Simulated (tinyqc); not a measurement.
## Energy and delay of logic against supply voltage: optimum supplies against the activity factor

One expression serves below and above threshold: I(Vg) = Ik [ln(1 + exp((Vg - VT + dd V)/(al nf Vt)))]^al, with I_on = I(V) and I_off = I(0). Gate delay td = kd C V/I_on, clock period LD td. Per gate and cycle the switching energy is act C V^2 and the leakage energy I_off V LD td. No short-circuit current, no variation. Minima are sought above 0.09 V; below a few Vt gates no longer switch and the model has no meaning.

V_min minimises the energy and V_EDP the product of energy and td.

Parameters, values chosen for the exercise; values of the order met in logic technologies:

| symbol | value | unit | meaning |
|---|---|---|---|
| T | 250 | K | temperature |
| VT | 0.35 | V | threshold voltage at zero drain bias |
| nf | 1.08 |  | slope factor |
| dd | 0.07 |  | barrier lowering per volt of supply |
| Ik | 0.35 | uA | specific current of a gate |
| al | 1.68 |  | exponent of the current law |
| C | 0.3 | fF | load capacitance of a gate |
| kd | 0.7 |  | delay factor |
| LD | 60 |  | logic depth |

Constants: q = 1.602176634e-19 C, kB = 1.380649e-23 J/K, Vt = kB T/q. Results are converted to the units shown.

Optimum supplies against the activity factor:

| act | V_min (V) | energy at V_min (aJ) | leakage share (%) | clock at V_min (MHz) | V_EDP (V) | clock at V_EDP (GHz) |
|---|---|---|---|---|---|---|
| 0.002 | 0.2688 | 0.05359 | 19.08 | 6.052 | 0.7436 | 2.229 |
| 0.005 | 0.2443 | 0.1120 | 20.07 | 2.324 | 0.7435 | 2.228 |
| 0.01 | 0.2257 | 0.1942 | 21.29 | 1.104 | 0.7435 | 2.228 |
| 0.02 | 0.2069 | 0.3333 | 22.93 | 0.5173 | 0.7434 | 2.228 |
| 0.05 | 0.1815 | 0.6667 | 25.89 | 0.1861 | 0.7434 | 2.227 |
| 0.1 | 0.1616 | 1.103 | 28.96 | 0.08439 | 0.7434 | 2.227 |
| 0.2 | 0.1409 | 1.780 | 33.15 | 0.03739 | 0.7434 | 2.227 |
| 0.5 | 0.1105 | 3.166 | 42.18 | 0.01183 | 0.7434 | 2.227 |

As act goes from 0.002 to 0.5, V_min falls from 0.269 to 0.110 V, the energy there rises from 0.0536 to 3.17 aJ, the clock there falls from 6.05 to 0.0118 MHz and V_EDP stays near 0.743 V. act and LD enter V_min only through the ratio act/LD.

tinyqc, about 0.01 s, one thread, Intel Xeon 2.30GHz (shared host): `OMP_NUM_THREADS=1 python tinyqc.py 2082082 2082083 out.jsonl`
